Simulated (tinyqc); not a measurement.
Energy against coordination: Tersoff bond-order potential. Computed by tinyqc, a small Python program. Command: `OMP_NUM_THREADS=1 python tinyqc.py 3003486 3003487 out.jsonl tersoff walk`. One thread of a shared host (Intel(R) Xeon(R) Processor @ 2.30GHz), about 0.01 s of CPU time with the checks.

E = (1/2) sum_(i, j != i) [A exp(-lambda r_ij) - b_ij B exp(-mu r_ij)], b_ij = (1 + (beta zeta_ij)^n)^(-1/(2n)), zeta_ij = sum_(k != i, j) g(theta_ijk), g = 1 + c^2/d^2 - c^2/(d^2 + (h - cos theta)^2), with theta at atom i. Only nearest neighbours count (cut-off function 1 for them, 0 beyond).

Inputs (values chosen for the exercise, modelled on silicon):
```
quantity     value        unit
A           1858.7          eV
B            473.3          eV
lambda      2.4799  1/angstrom
mu          1.7322  1/angstrom
beta      1.14e-06           -
n           0.7845           -
c           100400           -
d            16.39           -
h          -0.5987           -
```

Method. Angles seen from one bond (cos theta: count): chain -1: 1; graphitic -1/2: 2; diamond -1/3: 3; square net 0: 2, -1: 1; simple cubic 0: 4, -1: 1; bcc 1/3: 3, -1/3: 3, -1: 1; fcc 1/2: 4, 0: 2, -1/2: 4, -1: 1. With z equal bonds of order b, r = ln(lambda A/(mu b B))/(lambda - mu) and E per atom = -(z/2) b B exp(-mu r)(1 - mu/lambda).

Relaxed structures:
```
structure      z        zeta       b  r (angstrom)  E per atom (eV)  E per bond (eV)
dimer          1           0  1.0000        2.3094          -1.3064          -2.6128
chain          2  2.2483e+04  0.9656        2.3562          -2.3265          -2.3265
graphitic      3  2.7234e+03  0.9932        2.3185          -3.8314          -2.5543
diamond        4  2.9505e+04  0.9579        2.3670          -4.5305          -2.2652
square net     4  1.2249e+05  0.8840        2.4743          -3.4717          -1.7359
simple cubic   6  2.2250e+05  0.8295        2.5594          -4.2163          -1.4054
bcc            8  4.1485e+05  0.7545        2.6861          -4.1062          -1.0265
fcc           12  7.9940e+05  0.6577        2.8698          -3.9061          -0.6510
```

What follows from these numbers?

The lowest are diamond, simple cubic and bcc, the first two 0.314 eV apart. The bond order falls from 1 to 0.658 and the bond weakens from -2.61 to -0.65 eV, as b^(lambda/(lambda - mu)) with exponent 3.32. With the same z = 4 the square net lies 1.06 eV above diamond, from its angles alone. Caution: in bcc and other dense structures second neighbours can fall inside the usual cut-off; they are left out here.

Extremes, crossings and ranges named in words are read from the listed rows.
